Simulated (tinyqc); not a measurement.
# FinFET, parasitic resistance, capacitance and delay: what changes with what

Nf fins under one contact; each has gated perimeter p = 2 Hf + Wf and cross-section A = Hf Wf; contact width Wc = Nf pf, stack height Hs = Hf. Contact length Lc = CPP - Lg - 2 Lsp, shared by two neighbouring gates. Source and drain sides are equal. The formulas are first-order estimates, not field solutions.

Parameters, values chosen for the exercise; values close to those of silicon logic devices:
```
symbol    value        unit                                  meaning
T           300           K                              temperature
Nf            2                                       number of fins
Hf           35          nm                               fin height
Wf            5          nm                                fin width
pf           34          nm                                fin pitch
CPP          60          nm                     contacted gate pitch
Lg           14          nm                              gate length
Lsp           7          nm                            spacer length
ks          3.3                  relative permittivity of the spacer
Hc           30          nm      gate height above the channel stack
rc       1.5e-9    ohm cm^2                      contact resistivity
re      0.00049      ohm cm  resistivity of the source-drain epitaxy
te           30          nm    current-carrying depth of the epitaxy
rx      0.00097      ohm cm             resistivity of the extension
Lov         1.5          nm                             gate overlap
Cinv        2.2     uF/cm^2                    inversion capacitance
vx        1.4e7        cm/s                       injection velocity
mu          300  cm^2/(V s)                        apparent mobility
VT         0.21           V          threshold at zero drain voltage
dl        0.028         V/V                         barrier lowering
n          1.27                                  subthreshold factor
Cw          0.1          fF                                wire load
Vdd         0.8           V                           supply voltage
```

Constants: q = 1.602176634e-19 C, kB = 1.380649e-23 J/K, eps0 = 8.8541878128e-12 F/m, Vt = kB T/q. Results are converted to the units shown.

Each table varies one quantity; the others keep the values above.

## Effect of the contact resistivity

Epitaxy sheet resistance Rsh = re/te, transfer length LT = sqrt(rc/Rsh), contact Rc = [sqrt(rc Rsh)/Wc] coth(Lc/(2 LT)); extension of one fin Rx = rx Lsp/A. With N fins: gate Cg = Cinv p N Lg; per side, plate Cp = ks eps0 [Wc (Hs + Hc) - N A]/Lsp, top fringe Cf = (2/pi) ks eps0 Wc ln(1 + Lg/(2 Lsp)), overlap Co = Cinv p N Lov. One fin: I = p Q vx u/(1 + |u|^1.8)^(1/1.8), Q = Cinv n Vt ln(1 + exp((Vg' - VT + dl Vd')/(n Vt))), u = Vd' mu/(vx Lg), Vg' = Vgs - v, Vd' = Vds - 2 v, with the drop on each side v = Rc (sum of I) + Rx I. Ieff = [I(Vgs = Vdd, Vds = Vdd/2) + I(Vdd/2, Vdd)]/2, total currents. With Cs = Cp + Cf + Co, the load of an inverter of two such devices driving an equal one is CL = 2 (Cg + 2 Cs) + 4 Cs + Cw (own drains counted twice for the Miller effect); delay CL Vdd/(2 Ieff).

The same in every row: Rx/N (ohm) = 194.0; CL (aF) = 374.9.

Effect of the contact resistivity:

| rc (ohm cm^2) | Rc (ohm) | Ieff (uA) | delay (ps) |
|---|---|---|---|
| 1e-10 | 19.43 | 166.0 | 0.9035 |
| 2.1e-10 | 30.68 | 165.1 | 0.9085 |
| 4.5e-10 | 53.44 | 163.2 | 0.9187 |
| 9.7e-10 | 101.6 | 159.4 | 0.9406 |
| 2.1e-9 | 205.7 | 151.5 | 0.9896 |
| 4.4e-9 | 417.1 | 136.4 | 1.100 |
| 9.4e-9 | 876.7 | 106.8 | 1.405 |
| 2e-8 | 1851 | 69.05 | 2.172 |

As rc goes from 1e-10 to 2e-8 ohm cm^2, Ieff falls from 166 to 69.0 uA, CL stays at 375 aF and the delay rises from 0.903 to 2.17 ps. Rc goes as rc^(0.62) at the start and rc^(0.99) at the end (1/2 for a long contact, 1 for a short one). For rc = 1e-10 to 2.1e-10 ohm cm^2 rc lies near or below the quantum limit of metal-silicon contacts.

## Effect of the fin height

Same model as above.

The same in every row: Rc (ohm) = 150.4.

Effect of the fin height:

| Hf (nm) | Rx/N (ohm) | Ieff (uA) | CL (aF) | delay (ps) |
|---|---|---|---|---|
| 20 | 339.5 | 95.74 | 293.1 | 1.224 |
| 30 | 226.3 | 136.1 | 347.6 | 1.022 |
| 40 | 169.8 | 174.9 | 402.2 | 0.9200 |
| 50 | 135.8 | 212.1 | 456.8 | 0.8616 |
| 60 | 113.2 | 247.7 | 511.3 | 0.8257 |
| 70 | 97.00 | 281.9 | 565.9 | 0.8031 |
| 80 | 84.88 | 314.5 | 620.5 | 0.7891 |
| 90 | 75.44 | 345.7 | 675.0 | 0.7810 |

As Hf goes from 20 to 90 nm, Ieff rises from 95.7 to 346 uA, CL rises from 293 to 675 aF and the delay falls from 1.22 to 0.781 ps. From the first row to the last Ieff grows by a factor of 3.61 and CL by 2.30; the first step changes the delay by -17 %, the last by -1.0 %.

## Effect of the wire load

Same model as above.

The same in every row: Rc (ohm) = 150.4; Rx/N (ohm) = 194.0; Ieff (uA) = 155.7.

Results:

| Cw (fF) | CL (aF) | delay (ps) |
|---|---|---|
| 0.02 | 294.9 | 0.7577 |
| 0.043 | 317.9 | 0.8168 |
| 0.093 | 367.9 | 0.9453 |
| 0.2 | 474.9 | 1.220 |
| 0.93 | 1205 | 3.096 |
| 2 | 2275 | 5.845 |

Estimate the missing row, Cw = 0.43 fF.

Computed row:

| Cw (fF) | CL (aF) | delay (ps) |
|---|---|---|
| 0.43 | 704.9 | 1.811 |

With this row back in the table: As Cw goes from 0.02 to 2 fF, Ieff stays at 156 uA, CL rises from 295 to 2270 aF and the delay rises from 0.758 to 5.84 ps.

Numbers from tinyqc (`OMP_NUM_THREADS=1 python tinyqc.py 2170035 2170036 out.jsonl`; about 0.03 s on one thread of a shared Intel Xeon 2.30GHz).
